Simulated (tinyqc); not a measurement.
## Film and buried-oxide thickness from two coupling ratios

Problem. In a depleted film -dVT/dVb is k1 = Cs Cbox/(Cox (Cs + Cbox)) for a front channel and k2 = Cbox (Cox + Cs)/(Cox Cs) for a back channel, with Cox = eps0 eox/tox, Cs = eps0 eps_r/ts, Cbox = 3.9 eps0/tb. Find ts and tb.

Values chosen for this exercise; band and dielectric values close to those of silicon:
- eps_r = 11.6 (relative permittivity)
- eox = 25 (relative permittivity of the gate insulator (close to zirconium oxide))
- tox = 12 nm (insulator thickness)

coupling ratios for a front and a back channel: 0.022216629  0.063372925

Answer. With y = Cox/Cs and z = Cox/Cbox, 1/k1 = y + z and k2 = (1 + y)/z, so y = (k2/k1 - 1)/(1 + k2); the thicknesses follow from y and z.

ts = 9.700 nm
tb = 81.00 nm

Program tinyqc, `OMP_NUM_THREADS=1 python tinyqc.py 2190159 2190160 out.jsonl`; Intel Xeon 2.30GHz, shared host, one thread, about 0.4 s.
